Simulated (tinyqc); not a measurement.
Configuration-coordinate model of a defect: Huang-Rhys factor and luminescence line shape: one step, computed by the program tinyqc.

Ground state E_g(Q) = (1/2) omega_g^2 Q^2; excited state E_e(Q) = E_0 + (1/2) omega_e^2 (Q - dQ)^2 with omega_e = omega_g and E_0 = E_ZPL. Q is mass-weighted; the dipole does not depend on Q (Condon approximation).

Question. Huang-Rhys factors and vertical energies. S = hbar omega dQ^2/(2 hbar^2/u) for each state; relaxation energy S hbar omega; absorption at E_0 + S_e hbar omega_e, emission at E_0 - S_g hbar omega_g; the Stokes shift is their difference.

Inputs (values chosen for the exercise, for a model defect): zero-phonon energy E_ZPL = 0.762 eV; displacement dQ = 0.495 u^(1/2) angstrom; ground-state phonon hbar omega_g = 55.7 meV.

Modes: equal frequencies in both states.

Constants: hbar^2/u = 4.18015928e-03 eV angstrom^2.

Give: S_g; S_e; relaxation energy, ground state; relaxation energy, excited state; vertical absorption energy; vertical emission energy; Stokes shift.

Answer.

S_g = 1.632

S_e = 1.632

relaxation energy, ground state = 0.09093 eV

relaxation energy, excited state = 0.09093 eV

vertical absorption energy = 0.8529 eV

vertical emission energy = 0.6711 eV

Stokes shift = 0.1819 eV

The coupling is intermediate: phonon replicas can be resolved beside the zero-phonon line.
